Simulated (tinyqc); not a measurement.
Small-signal admittance of a forward-biased p+-n diode: admittance against frequency.

Holes injected into a neutral base of width wb with an ohmic contact at its end; low injection, p0 far above the equilibrium density. A small voltage v exp(i w t), w = 2 pi f, modulates the edge density by p0 v/Vt, and the small-signal density obeys Dp d2p/dx2 = (1/tau + i w) p.

L = sqrt(Dp tau); direct current J = (q Dp p0/L) coth(wb/L); k = sqrt(1 + i w tau)/L; diffusion admittance Y = (q Dp p0/Vt) k coth(k wb) = G + i w C_diff; junction capacitance C_j = sqrt(q eps0 eps_r Nd/(2 Vr)) in the depletion approximation, with the remaining barrier Vr = Vt ln(Na/p0), a rough value under forward bias; base-width modulation is left out. Measured admittance 1/[Rs + 1/(Y + i w C_j)].

Inputs (values chosen for the exercise); permittivity close to that of gallium arsenide:
- T = 275 K (temperature)
- eps_r = 12.9 (relative permittivity)
- Nd = 1.1e17 cm^-3 (donor density of the base)
- Dp = 7.1 cm^2/s (hole diffusion coefficient)
- tau = 2e-8 s (hole lifetime)
- wb = 2.7 um (width of the neutral base)
- p0 = 8.8e13 cm^-3 (excess hole density at the junction edge)
- Na = 2e18 cm^-3 (acceptor density of the p+ side)
- Rs = 0.0045 ohm cm^2 (series resistance)

Constants: q = 1.602176634e-19 C, kB = 1.380649e-23 J/K, Vt = kB T/q, eps0 = 8.8541878128e-14 F/cm where lengths are in cm. Results are converted to the units shown.

The same in every row: C_j (uF/cm^2) = 0.2058.

Result of one run:

| f (Hz) | w tau | G (S/cm^2) | C_diff (uF/cm^2) | measured G (S/cm^2) | measured C (uF/cm^2) | phase of the measured Y (degrees) |
|---|---|---|---|---|---|---|
| 9e9 | 1131 | 266.7 | 0.004712 | 222.1 | 7.325e-5 | 1.069 |

What becomes of these results when the signal frequency f is changed from 9e9 to 7e6 Hz, all else the same?

Result of the changed run:

| f (Hz) | w tau | G (S/cm^2) | C_diff (uF/cm^2) | measured G (S/cm^2) | measured C (uF/cm^2) | phase of the measured Y (degrees) |
|---|---|---|---|---|---|---|
| 7e6 | 0.8796 | 18.30 | 0.05008 | 17.35 | 0.2179 | 28.91 |

The whole series:

| f (Hz) | w tau | G (S/cm^2) | C_diff (uF/cm^2) | measured G (S/cm^2) | measured C (uF/cm^2) | phase of the measured Y (degrees) |
|---|---|---|---|---|---|---|
| 1e5 | 0.01257 | 18.24 | 0.05013 | 16.85 | 0.2186 | 0.4669 |
| 4e5 | 0.05027 | 18.24 | 0.05013 | 16.85 | 0.2186 | 1.867 |
| 2e6 | 0.2513 | 18.24 | 0.05013 | 16.89 | 0.2185 | 9.232 |
| 7e6 | 0.8796 | 18.30 | 0.05008 | 17.35 | 0.2179 | 28.91 |
| 3e7 | 3.770 | 19.33 | 0.04912 | 25.56 | 0.2075 | 56.83 |
| 1e8 | 12.57 | 27.56 | 0.04172 | 79.74 | 0.1412 | 48.04 |
| 5e8 | 62.83 | 63.37 | 0.01983 | 198.1 | 0.01908 | 16.84 |
| 2e9 | 251.3 | 125.9 | 0.009980 | 219.9 | 0.001426 | 4.658 |
| 9e9 | 1131 | 266.7 | 0.004712 | 222.1 | 7.325e-5 | 1.069 |

G starts at J/Vt = 18.2 S/cm^2 and C_diff at (J tau/(2 Vt))(1 - 2 x/sinh 2x) = 0.0501 uF/cm^2, x = wb/L = 0.717. Between the last two rows G goes as f^(0.50) and C_diff as f^(-0.50); the limits are 1/2 and -1/2, reached when the signal penetrates only sqrt(Dp/w). The measured C is 15 % below C_diff + C_j in the first row and 100 % below it in the last, the difference being due to Rs.

tinyqc, about 0.01 s, one thread, Intel Xeon 2.30GHz (shared host): `OMP_NUM_THREADS=1 python tinyqc.py 2890135 2890136 out.jsonl`
